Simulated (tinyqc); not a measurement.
Inputs raised by 5 %, one at a time: rapid thermal processing of a wafer: radiative balance, ramp and cooling, pattern effects, pyrometer error and spike budget. Computed by tinyqc, a small Python program. Command: `OMP_NUM_THREADS=1 python tinyqc.py 3114392 3114393 out.jsonl rtp sens`. One thread of a shared host (Intel(R) Xeon(R) Processor @ 2.30GHz), about 0.08 s of CPU time with the checks.

The wafer is opaque and uniform through its thickness unless said otherwise; temperatures in formulas are in kelvin (C + 273.15). sigma = 5.670374419e-12 W/(cm^2 K^4).

Inputs (values chosen for the exercise, modelled on a hot silicon wafer):
```
quantity                                              value         unit
wafer thickness d                                       725   micrometre
heat capacity per volume C                             2.15   J/(cm^3 K)
thermal conductivity k                                 0.25     W/(cm K)
emissivity eps of each face                            0.68            -
reflectivity of the chamber walls r                    0.28            -
gas heat-transfer coefficient h, both faces together   0.95  mW/(cm^2 K)
wall temperature T_w                                    300            K
process temperature                                    1030            C
starting temperature                                    500            C
ramp rate                                                38          K/s
relative change of absorptivity over a pattern          8.8            %
period of the pattern                                   3.3           mm
pyrometer wavelength                                    4.5   micrometre
error of the assumed emissivity                          12            %
activation energy of the process E_a                      4           eV
```

Constants: k_B = 8.617333262e-05 eV/K; h = 6.62607015e-34 J s; c = 299792458 m/s; k_B = 1.380649e-23 J/K.

Method:
- Effective emissivity between parallel grey plates: eps_eff = 1/(1/eps + 1/(1 - r) - 1). Loss per area q(T) = 2 eps_eff sigma (T^4 - T_w^4) + h (T - T_w).
- Absorbed power during a ramp = q(T) + C d x ramp rate; thermal time constant tau = C d/(dq/dT), dq/dT = 8 eps_eff sigma T^3 + h; natural cooling rate q/(C d); front-to-back difference under one-sided heating at the end of the ramp = (absorbed power) d/(2 k).
- At steady state a sinusoidal change of absorbed power of relative amplitude a and period p gives the temperature amplitude a q/(dq/dT + k d (2 pi/p)^2); healing length l = sqrt(k d/(dq/dT)); process change = E_a dT/(k_B T^2). Emissivity is taken as unchanged.
- Signal proportional to eps/(exp(c2/(lambda T)) - 1), c2 = h c/k_B. If the assumed emissivity is too high by the given error, the reading T' solves (1 + error)/(exp(c2/(lambda T')) - 1) = 1/(exp(c2/(lambda T)) - 1). Wien estimate: T' - T = -lambda T^2 ln(1 + error)/c2. Process rates go as exp(-E_a/(k_B T)).

Runs:
```
input moved                                from      to  holding power q (W/cm^2)  time constant tau (s)  amplitude (K)  reading less true temperature (K)
base run                                      -       -                     18.49                  2.837         0.2456                             -53.03
wafer thickness d (micrometre)              725  761.25                     18.49                  2.979         0.2340                             -53.03
reflectivity of the chamber walls r        0.28   0.294                     18.24                  2.879         0.2422                             -53.03
ramp rate (K/s)                              38    39.9                     18.49                  2.837         0.2456                             -53.03
activation energy of the process E_a (eV)     4     4.2                     18.49                  2.837         0.2456                             -53.03
thermal conductivity k (W/(cm K))          0.25  0.2625                     18.49                  2.837         0.2340                             -53.03
pyrometer wavelength (micrometre)           4.5   4.725                     18.49                  2.837         0.2456                             -54.98
error of the assumed emissivity (%)          12    12.6                     18.49                  2.837         0.2456                             -55.43
```

Exponents ln(y'/y) / ln(x'/x):
```
input                                 holding power q  time constant tau  amplitude  reading less true temperature
wafer thickness d                               0.000              1.000     -0.992                          0.000
reflectivity of the chamber walls r            -0.286              0.296     -0.283                          0.000
ramp rate                                       0.000              0.000      0.000                          0.000
activation energy of the process E_a            0.000              0.000      0.000                          0.000
thermal conductivity k                          0.000              0.000     -0.992                          0.000
pyrometer wavelength                            0.000              0.000      0.000                          0.740
error of the assumed emissivity                 0.000              0.000      0.000                          0.909
```

Among the inputs moved here: holding power q answers most in size to reflectivity of the chamber walls r (exponent -0.286); its exponent is below 0.0005 for wafer thickness d, ramp rate, activation energy of the process E_a, thermal conductivity k, pyrometer wavelength, error of the assumed emissivity. Time constant tau answers most in size to wafer thickness d (exponent +1.000), next to reflectivity of the chamber walls r (+0.296); its exponent is below 0.0005 for ramp rate, activation energy of the process E_a, thermal conductivity k, pyrometer wavelength, error of the assumed emissivity. Its exponent +1.000 in wafer thickness d: thermal mass. Amplitude answers most in size to wafer thickness d (exponent -0.992), and about equally to thermal conductivity k (-0.992); its exponent is below 0.0005 for ramp rate, activation energy of the process E_a, pyrometer wavelength, error of the assumed emissivity. Reading less true temperature answers most in size to error of the assumed emissivity (exponent +0.909), next to pyrometer wavelength (+0.740); its exponent is below 0.0005 for wafer thickness d, reflectivity of the chamber walls r, ramp rate, activation energy of the process E_a, thermal conductivity k.

Caution (all rows): below about 600 C lightly doped silicon is partly transparent at this wavelength, so its emissivity is not yet the hot value early in the ramp.
